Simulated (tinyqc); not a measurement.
Worked calculation: finite square well with mass mismatch (envelope functions). Values are carried at full precision from step to step, so a last printed digit may differ when a step is redone from the rounded ones.

A square well of width L and depth V0, mass mw inside and mb outside, energies from the bottom of the well, c = hbar^2/2m0. k = sqrt(mw E/c), kappa = sqrt(mb (V0 - E)/c). psi and psi'/m are continuous at the walls (BenDaniel-Duke), so level n solves k L + 2 atan[(k/mw)/(kappa/mb)] = n pi.

Constants: hbar^2/2m0 = 3.80998211 eV angstrom^2.

Inputs chosen for the exercise (near those of the light valleys of a Si film in SiO2; shifted at random, so the results belong to these values and not to a real crystal):
- L = 53 angstrom (well width)
- V0 = 2.963 eV (barrier height)
- mw = 0.191 m0 (mass in the well)
- mb = 0.5 m0 (mass in the barrier)
- alpha_w = 0.53 1/eV (non-parabolicity in the well)
- alpha_b = 0.17 1/eV (non-parabolicity in the barrier)

## How many levels are bound

At E = V0 the arctangent equals pi/2, so level n is bound if k0 L > (n - 1) pi with k0 = sqrt(mw V0/c). Compare with the infinitely deep well, E1(hard) = c (pi/L)^2/mw.

k0 = 0.38541 1/angstrom
k0 L/pi = 6.5020
number of bound levels = 7
E1(hard) = 0.0701 eV

The count does not depend on mb. One more level binds at L = 57.1 angstrom.

## The lowest level by bisection

f(E) = k L + 2 atan[(k/mw)/(kappa/mb)] - pi rises with E. Twelve halvings of [0, V0]: keep the half in which f changes sign.

Bisection:
```
step  low (eV)  high (eV)  midpoint (eV)        k    kappa        f
1      0.00000    2.96300        1.48150  0.27252  0.44093  13.3366
2      0.00000    1.48150        0.74075  0.19270  0.54003   8.5744
3      0.00000    0.74075        0.37038  0.13626  0.58330   5.1780
4      0.00000    0.37038        0.18519  0.09635  0.60377   2.7565
5      0.00000    0.18519        0.09259  0.06813  0.61376   1.0350
6      0.00000    0.09259        0.04630  0.04818  0.61869  -0.1861
7      0.04630    0.09259        0.06945  0.05900  0.61623   0.4768
8      0.04630    0.06945        0.05787  0.05386  0.61746   0.1621
9      0.04630    0.05787        0.05208  0.05110  0.61807  -0.0071
10     0.05208    0.05787        0.05498  0.05250  0.61776   0.0786
11     0.05208    0.05498        0.05353  0.05180  0.61792   0.0361
12     0.05208    0.05353        0.05281  0.05145  0.61799   0.0146
```

After twelve halvings the bracket is V0/4096 = 0.723 meV wide.

## Bound levels

Solve the condition for each n (six at most). With A = cos(kL/2) for even and sin(kL/2) for odd levels, the probability in the barriers is Pb = (A^2/kappa)/(A^2/kappa + L/2 +/- sin(kL)/(2k)), + for even.

Levels:
```
n  parity  E (eV)  k (1/angstrom)  kappa (1/angstrom)      Pb
1    even  0.0523         0.05121             0.61805  0.0024
2     odd  0.2103         0.10268             0.60104  0.0091
3    even  0.4766         0.15457             0.57123  0.0194
4     odd  0.8540         0.20691             0.52609  0.0327
5    even  1.3442         0.25959             0.46091  0.0499
6     odd  1.9448         0.31225             0.36554  0.0761
```

The lowest level lies at 75 % of the infinite-well value and decays into the barrier over 1/kappa = 1.6 angstrom. Above about 0.5 eV (from level 4 on) a parabolic band is a rough model.

## Mass in the plane and density of states

To first order in the in-plane energy, 1/m_par = (1 - Pb)/mw + Pb/mb for each subband. Each adds a step D = m_par/(2 pi c) to the density of states per area (spin included, one valley); 1/angstrom^2 = 1e16/cm^2.

Subbands:
```
n  m_par (m0)  D (1e13/(eV cm^2))
1      0.1913               7.990
2      0.1921               8.024
3      0.1933               8.076
4      0.1949               8.143
5      0.1971               8.233
6      0.2004               8.372
```

The mass is taken as isotropic here; the valleys of Si are not, and in the plane they have sqrt(ml mt), about 0.42 m0, so their real steps are about twice as large.

## Levels with energy-dependent masses

Non-parabolic bands: mw is replaced by mw (1 + alpha_w E) and mb by mb (1 - alpha_b (V0 - E)), in k, kappa and the matching condition alike.

Solve the same condition with the energy-dependent masses, and list the shift from the parabolic levels that exist in both.

Levels:
```
n  E (eV)  mass inside  mass outside  shift (meV)
1  0.0553       0.1966        0.2528          3.0
2  0.2070       0.2120        0.2657         -3.3
3  0.4261       0.2341        0.2844        -50.5
4  0.6873       0.2606        0.3066       -166.7
5  0.9742       0.2896        0.3310       -370.0
6  1.2769       0.3203        0.3567       -667.9
```

Level 1 moves by +3.0 meV and level 6 by -667.9 meV. The lighter mass deep in the barrier hardens the wall for low levels; the heavier mass in the well wins higher up.

## Checks

- Lowest level by finite differences (200 cells across the well) against the matching condition, eV: both 0.0523.

Run: tinyqc, `OMP_NUM_THREADS=1 python tinyqc.py 1251637 1251638 out.jsonl`; Intel(R) Xeon(R) Processor @ 2.30GHz, one thread, shared host; about 0.01 s of CPU time with all checks.
